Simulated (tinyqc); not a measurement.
Metal-interlayer-semiconductor contact, depinning against tunnelling resistance: two steps of the calculation.

Zero bias, n-type semiconductor. Gap states at the semiconductor surface thin out as exp(-be ti), which unpins the barrier; electrons must then cross the interlayer (a rectangular barrier, no voltage drop across it) and the parabolic depleted layer, both by WKB. Energies E are counted from the Fermi level; no image force, parabolic bands.

Values chosen for this exercise; semiconductor values close to those of gallium arsenide; interlayer mass of the order of that in aluminium oxide, offset chosen freely: temperature T = 400 K; band gap Eg = 1.41 eV; relative permittivity eps_r = 13.2; electron affinity chi = 3.99 eV; conduction-band density of states at T Nc = 6.77e17 cm^-3; tunnelling mass in the semiconductor mt = 0.0696 m0; Richardson mass mA = 0.0673 m0; donor density Nd = 1.7e18 cm^-3; charge-neutrality level above the valence band E0 = 0.52 eV; pinning factor without interlayer S0 = 0.097; metal work function phiM = 4.43 eV; interlayer thickness ti = 0.5 nm; conduction-band offset of the interlayer above the semiconductor dE = 2.54 eV; tunnelling mass in the interlayer mi = 0.36 m0; decay constant of gap states through the interlayer be = 1.7 1/nm.

Constants: q = 1.602176634e-19 C, kB = 1.380649e-23 J/K, eps0 = 8.8541878128e-12 F/m, hbar = 1.054571817e-34 J s, h = 6.62607015e-34 J s, m0 = 9.1093837015e-31 kg, Vt = kB T/q, hbar^2/(2 m0) = 0.0380998212 eV nm^2. Results are converted to the units shown.

Problem 1. Pinning, barrier and scales. S = 1/(1 + (1/S0 - 1) exp(-be ti)); phiB = S (phiM - chi) + (1 - S)(Eg - E0); xi = Ec - EF deep inside, from Nd = Nc F(-xi/Vt), F(x) = (2/sqrt(pi)) int_0^infinity sqrt(u) du/(1 + exp(u - x)); band bending U = phiB - xi; E00 = (hbar/2) sqrt(Nd/(eps0 eps_r mt m0)) in volts; A = 4 pi q mA m0 kB^2/h^3.

Find: S; phiB; xi; U; E00; A.

Solution 1.

S = 0.20085
phiB = 0.79962 eV
xi = -0.061338 eV
U = 0.86096 eV
E00 = 0.025256 eV
A = 8.0877 A/(cm^2 K^2)

Problem 2. Exponents and integrand on an energy grid. With U = phiB - xi: for xi < E < phiB, y = (E - xi)/U and G1 = (U/E00) [sqrt(1 - y) - y ln((1 + sqrt(1 - y))/sqrt(y))], G1 = 0 above phiB; G2 = 2 ti sqrt(mi max(phiB + dE - E, 0)/C), C = hbar^2/(2 m0); f = 1/(1 + exp(E/Vt)); integrand exp(-G1 - G2) f.

E, point 0 to 14 (eV): 0.07  0.12286  0.17571  0.22857  0.28143  0.33429  0.38714  0.44  0.49286  0.54571  0.59857  0.65143  0.70429  0.75714  0.81
phiB = 0.79961904 eV
xi = -0.061337594 eV
E00 = 0.025255745 eV

Find: G1; G2; f; integrand.

Solution 2.

```
point     G1     G2          f  integrand (1e-11)
0      23.10  5.558     0.1160              0.004
1      19.97  5.513    0.02754              0.024
2      17.19  5.468   0.006074              0.088
3      14.68  5.422   0.001317              0.246
4      12.40  5.376   2.845e-4              0.540
5      10.34  5.329   6.139e-5              0.964
6       8.46  5.282   1.325e-5              1.420
7       6.77  5.234   2.859e-6              1.751
8       5.24  5.186   6.169e-7              1.821
9       3.89  5.138   1.332e-7              1.602
10      2.70  5.089   2.873e-8              1.192
11      1.68  5.040   6.199e-9              0.746
12      0.86  4.990   1.338e-9              0.386
13      0.25  4.940  2.887e-10              0.161
14      0.00  4.889  6.229e-11              0.047
```

tinyqc, about 0.02 s, one thread, Intel Xeon 2.30GHz (shared host): `OMP_NUM_THREADS=1 python tinyqc.py 2270089 2270090 out.jsonl`
